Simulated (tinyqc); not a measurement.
Decay of LO phonons and the hot-phonon bottleneck in the cooling of electrons: one step, computed by the program tinyqc. Command: `OMP_NUM_THREADS=1 python tinyqc.py 3025797 3025798 out.jsonl hotphonon walk`. One thread of a shared host (Intel(R) Xeon(R) Processor @ 2.30GHz), about 0.01 s of CPU time with the checks.

n(E, T) = 1/(exp(E/(k_B T)) - 1) is the Bose occupation. Electrons have a temperature T_e; the LO modes within their reach share one occupation N; the decay products stay at the lattice temperature.

Task: Electron and phonon temperatures in closed form. Net emission per electron: [(N + 1) x - N]/tau_sp with x = exp(-hbar omega/(k_B T_e)), a simple two-level balance; steady state of the modes: n [(N + 1) x - N]/tau_sp = N_m (N - N_0)/tau; power per electron P = hbar omega [(N + 1) x - N]/tau_sp. With p = P tau_sp/(hbar omega): N = N_0 + r p and x = (p + N)/(N + 1); without hot phonons N = N_0. The mode temperature T_LO solves n(hbar omega, T_LO) = N.

Inputs (values chosen for the exercise, modelled on gallium oxide): LO energy hbar omega = 44.5 meV; lattice temperature T = 77 K; power supplied per electron P = 4.9 nW.

Decay channel: two unequal phonons (Ridley).

emission time tau_sp = 4.410438 fs

equilibrium LO occupation N_0 = 0.001224425

bottleneck ratio r = 7.493874

Constants: e = 1.602176634e-19 C; k_B = 8.617333262e-05 eV/K.

Give: reduced power p; LO occupation N; electron temperature T_e; T_e without hot phonons; mode temperature T_LO.

Result:

reduced power p = 0.0030311

LO occupation N = 0.023939

electron temperature T_e = 142.00 K

T_e without hot phonons = 94.566 K

mode temperature T_LO = 137.49 K

Caution: alpha is above 1/2, so hbar/tau_sp exceeds hbar omega and the emission time, a weak-coupling result, is only rough.
